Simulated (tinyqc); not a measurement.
## Deep-level transient spectroscopy: the DLTS spectrum

Schottky contact on an n-type layer with shallow donors Nd (all ionised) and a donor-like deep trap, neutral when filled and positive when empty; depletion approximation. Traps within lam of the depletion edge stay filled. A long pulse to Vp fills the traps beyond x1 = Wp - lam; back at Vr those between x1 and x2 = Wr - lam emit. A rate window reads S = C(t2) - C(t1).

Emission rate en = sn vth(T) Nc(T) exp(-Et/kB T) = sn g T^2 exp(-Et/kB T), g = vth Nc/(300 K)^2, as vth goes as T^0.5 and Nc as T^1.5 (degeneracy factor 1). lam = sqrt(2 eps0 eps_r (EF - ET)/(q Nd)), EF - ET = Et - (kB T/q) ln(Nc(T)/Nd), Nc(T) = Nc (T/300 K)^1.5. In the steady state at the band bending V, 2 eps0 eps_r V/q = Nd W^2 + Nt (W - lam)^2 (the second term only if W > lam). W(t)^2 = Wr^2 + (Nt/Nd)(x2^2 - x1^2) exp(-en t), C = eps0 eps_r/W; for small Nt, dC/C = -(Nt/2 Nd) G exp(-en t) with G = (x2^2 - x1^2)/Wr^2. For an exponential transient S peaks where en = ew = ln(t2/t1)/(t2 - t1).

Parameters, values chosen for the exercise; material values close to those of silicon:
```
symbol    value   unit                                      meaning
eps_r      11.6                               relative permittivity
Nc      2.82e19  cm^-3   conduction-band density of states at 300 K
vth       2.3e7   cm/s                    thermal velocity at 300 K
Nd         9e15  cm^-3                        shallow donor density
Vbi        0.82      V                             built-in voltage
Et         0.48     eV  depth of the trap below the conduction edge
sn      2.7e-15   cm^2                        capture cross-section
Nt       1.6e14  cm^-3                                 trap density
Vr          1.4      V                                 reverse bias
Vp          0.8      V        reverse bias during the filling pulse
t1          0.2     ms                          first sampling time
t2            2     ms                         second sampling time
```

Constants: q = 1.602176634e-19 C, kB = 1.380649e-23 J/K, eps0 = 8.8541878128e-14 F/cm where lengths are in cm. Results are converted to the units shown.

The DLTS spectrum:
```
T (K),en (1/s),S (pF/cm^2)
225,17.456,0.78291
234,48.924,2.1369
242,114.94,4.7092
251,282.24,9.7880
260,652.89,15.910
269,1431.2,18.360
277,2759.7,15.245
286,5539.4,8.8818
295,10676,3.2071
304,19829,0.51861
312,33412,0.034539
321,58343,2.3795e-4
```

S goes from 0.783 through a maximum of 18.4 (at T = 269 K among the rows listed) to 2.38e-4 pF/cm^2; en equals ew = 1280 1/s at 267.7 K. Colder, the trap has hardly emitted by t2; warmer, it is empty before t1. Rows above half of the largest S span 251 to 277 K.

Computed by the program tinyqc: `OMP_NUM_THREADS=1 python tinyqc.py 2050164 2050165 out.jsonl`, one thread of a shared Intel Xeon 2.30GHz, about 0.01 s for the whole run.
